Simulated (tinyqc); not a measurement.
Lattice vibrations of a chain, step by step. One step of it, computed by the program tinyqc.

Question. Frequencies. omega^2 are the eigenvalues; wavenumber = 521.4708 sqrt(eigenvalue) 1/cm.

D(q) (eV/(angstrom^2 u)):
$$\begin{pmatrix}
0.651214 & -1.295648+0.051901i \\
-1.295648-0.051901i & 2.610619
\end{pmatrix}$$

Give: eigenvalues; wavenumbers; weights |e|^2 of the mass-weighted modes.

Answer.

eigenvalues: [0.0057, 3.2561]

wavenumbers (1/cm): [39.5, 941.0]

weights |e|^2 of the mass-weighted modes, order atom 1, atom 2:
$$\begin{pmatrix}
0.8014 & 0.1986 \\
0.1986 & 0.8014
\end{pmatrix}$$
